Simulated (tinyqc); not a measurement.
# Zener tunnelling in a reverse-biased junction, two-band WKB: effects of single changes

Abrupt p-n junction, depletion approximation. Energies E are counted from the conduction-band edge of the neutral n side; its Fermi level lies at dn, that of the p side at dn - V, and the valence-band edge of the neutral p side at Em = dn + dp - V. Tunnelling needs 0 < E < Em. Two-band dispersion with equal masses m: inside the gap kappa = sqrt(m u (1 - u/Eg)/C), u the distance from a band edge, C = hbar^2/(2 m0).

Inputs (values chosen for the exercise); band and dielectric values close to those of indium arsenide:
```
symbol    value   unit                                     meaning
T           300      K                                 temperature
Eg        0.356     eV                                    band gap
eps_r        15                              relative permittivity
Nc      8.72e16  cm^-3  conduction-band density of states at 300 K
Nv      6.69e18  cm^-3     valence-band density of states at 300 K
m         0.026     m0        band-edge mass of the two-band model
Na       4.8e18  cm^-3                            acceptor density
Nd       1.7e18  cm^-3                               donor density
V          -1.3      V                          bias of the p side
```

Constants: q = 1.602176634e-19 C, kB = 1.380649e-23 J/K, hbar = 1.054571817e-34 J s, h = 6.62607015e-34 J s, m0 = 9.1093837015e-31 kg, Vt = kB T/q, eps0 = 8.8541878128e-14 F/cm where lengths are in cm, hbar^2/(2 m0) = 0.0380998212 eV nm^2. Results are converted to the units shown.

Each table varies one quantity; the others keep the values above.

## Effect of the band gap with the mass tied to it

The mass follows the gap, m = 0.026 Eg/0.356 eV, as in a two-band model with a fixed matrix element; Nc, Nv and eps_r are held. Nd = Nc F12(dn/Vt), Na = Nv F12(dp/Vt), F12(x) = (2/sqrt(pi)) int_0^infinity sqrt(u)/(1 + exp(u - x)) du; dn = EF - Ec on the n side, dp = Ev - EF on the p side (negative outside the bands); Vbi = Eg + dn + dp. W = sqrt(2 eps0 eps_r (Vbi - V)(1/Na + 1/Nd)/q), mean field F = (Vbi - V)/W, peak field 2 F. In a uniform field F the exponent is S = pi sqrt(m/C) Eg^1.5/(4 F). Transverse energy Et = C kt^2/m raises it to S (1 + 4 Et/Eg), so T = exp(-S) exp(-Et/Eb) with Eb = Eg/(4 S). KJ = (2 q^2/h) m/(4 pi C) (times 1e14 for A/cm^2 per eV^2). J = KJ exp(-S) Eb times the integral from 0 to Em of [f(E - dn) - f(E - dn + V)] [1 - exp(-min(E, Em - E)/Eb)] dE, f(x) = 1/(1 + exp(x/Vt)), with S and Eb from the mean field; J > 0 flows from p to n.

Effect of the band gap with the mass tied to it:
```
Eg (eV)  Vbi (V)  mean field (MV/cm)       S  J (A/cm^2)  S at fixed m
0.18      0.4018              0.3590  0.9815    -4.550e6         1.380
0.23      0.4518              0.3642   1.579    -2.557e6         1.965
0.28      0.5018              0.3694   2.308    -1.257e6         2.602
0.33      0.5518              0.3745   3.162    -5.437e5         3.285
0.38      0.6018              0.3795   4.138    -2.082e5         4.005
0.43      0.6518              0.3844   5.230    -7.086e4         4.759
0.48      0.7018              0.3893   6.435    -2.153e4         5.542
0.53      0.7518              0.3942   7.749       -5862         6.351
```

S rises from 0.981 to 7.75, as Eg^(1.91), against Eg^(1.41) at fixed m; at a fixed field the powers would be 2 and 1.5, and the field grows with Vbi. |J| falls from 4.55e6 to 5860 A/cm^2. Where S is below about 4, a WKB prefactor of 1 is a rough guess.

## Effect of the doping Nd

Same model as above.

Effect of the doping Nd:
```
Nd (cm^-3)  Vbi (V)  mean field (MV/cm)      S  J (A/cm^2)
4.5e17       0.4405              0.2078  6.631       -9464
6e17         0.4616              0.2381  5.789    -2.515e4
8e17         0.4866              0.2718  5.070    -5.890e4
1.1e18       0.5199              0.3134  4.397    -1.329e5
1.4e18       0.5500              0.3478  3.963    -2.273e5
1.9e18       0.5954              0.3945  3.493    -4.115e5
2.6e18       0.6526              0.4457  3.092    -6.929e5
3.5e18       0.7188              0.4965  2.776    -1.057e6
4.7e18       0.7986              0.5483  2.514    -1.513e6
```

Read the table: what changes, and by how much?

The mean field rises from 0.208 to 0.548 MV/cm, as Nd^(0.41), S falls from 6.63 to 2.51, and |J| rises from 9460 to 1.51e6 A/cm^2: 2.20 decades, of which exp(-S) accounts for 1.79. Where S is below about 4, a WKB prefactor of 1 is a rough guess.

## Exponent along the true band profile

Along the true parabolic profile the field at the point where the conduction edge stands at e = E + u is sqrt(2 q Nd e/(eps0 eps_r)) for e < a D and sqrt(2 q Na (D - e)/(eps0 eps_r)) above, D = Vbi - V, a = Na/(Na + Nd); S(E) = 2 int_0^Eg kappa(u) du/field.

Result of one run:
```
E (eV)   S(E)  S(E)/S of the mean field
0.761   2.228                    0.6097
```

What becomes of these results when the energy E is changed from 0.761 to 0.426 eV, all else the same?

Result of the changed run:
```
E (eV)   S(E)  S(E)/S of the mean field
0.426   2.792                    0.7640
```

The whole series:
```
E (eV)   S(E)  S(E)/S of the mean field
0.091   4.355                     1.192
0.259   3.309                    0.9055
0.426   2.792                    0.7640
0.594   2.462                    0.6735
0.761   2.228                    0.6097
0.928   2.051                    0.5612
1.096   1.919                    0.5250
1.263   2.007                    0.5492
1.431   2.593                    0.7094
```

S(E) goes from 4.35 through a minimum of 1.92 (at E = 1.096 eV among the rows listed) to 2.59. The mean field gives S = 3.65 and the peak field 1.83; the smallest S(E) is 0.53 of the mean-field value, so the mean field understates the best transmission by a factor of 5.67.

Range of the model: Parabolic densities of states, no band tails and no gap narrowing, all of which matter at such doping.

Computed by the program tinyqc: `OMP_NUM_THREADS=1 python tinyqc.py 2620117 2620118 out.jsonl`, one thread of a shared Intel Xeon 2.30GHz, about 0.02 s for the whole run.
